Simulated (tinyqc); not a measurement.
The same stress in different states: Raman shift of the zone-centre optical phonon of a diamond-structure crystal under stress. Computed by tinyqc, a small Python program. Command: `OMP_NUM_THREADS=1 python tinyqc.py 3016442 3016443 out.jsonl ramanstress walk`. One thread of a shared host (Intel(R) Xeon(R) Processor @ 2.30GHz), about 0.01 s of CPU time with the checks.

Axes x, y, z are the cube axes. Strain shifts the threefold optical mode and can split it; p, q and r are the phonon deformation potentials.

Inputs (values chosen for the exercise, modelled on silicon):
```
quantity,value,unit
unstrained frequency omega_0,521.4,1/cm
p/omega_0^2,-1.79,-
q/omega_0^2,-2.31,-
r/omega_0^2,-0.69,-
C11,164.6,GPa
C12,63.87,GPa
C44,80.49,GPa
stress sigma (tension positive),0.41,GPa
```

Stress state: uniaxial. Axis: [110].

Method:
- S11 = (C11 + C12)/D, S12 = -C12/D, D = (C11 - C12)(C11 + 2 C12), S44 = 1/C44.
- eps_xx = S11 sigma_xx + S12 (sigma_yy + sigma_zz), and cyclic; eps_xy = S44 sigma_xy/2 (tensor strain).
- Secular matrix: M_xx = p eps_xx + q (eps_yy + eps_zz), M_xy = 2 r eps_xy; its eigenvalues are omega^2 - omega_0^2, and the shifts are these over 2 omega_0.
- Uniaxial: sigma n n^T; biaxial: sigma (1 - n n^T); hydrostatic: sigma 1. The line seen from (001) is taken as unresolved, at the intensity-weighted shift M_zz/(2 omega_0).

S44 = 12.4239 1/TPa

S11 = 7.75858 1/TPa

S12 = -2.16895 1/TPa

Shifts (1/cm):
```
state,lowest,middle,highest,line seen from (001)
uniaxial [100],-0.9651,-0.9651,-0.4134,-0.9651
uniaxial [110],-1.1474,-0.9651,-0.2311,-0.9651
uniaxial [001],-0.9651,-0.9651,-0.4134,-0.4134
uniaxial [111],-1.3921,-0.4758,-0.4758,-0.7812
"biaxial, normal [001]",-1.9303,-1.3785,-1.3785,-1.9303
"biaxial, normal [111]",-1.8679,-1.8679,-0.9516,-1.5624
hydrostatic,-2.3437,-2.3437,-2.3437,-2.3437
```

Seen from (001), uniaxial stress along [100] and along [110] give the same shift (-0.965), and equal biaxial stress in the plane gives twice as much (-1.930), since only sigma_xx + sigma_yy and sigma_zz enter M_zz. Stress along [001] gives -0.413. One measured shift therefore fixes the stress only once its state is assumed: read as uniaxial in the plane, a shift implies twice the stress that it does read as biaxial.

Extremes, crossings and ranges named in words are read from the listed rows.
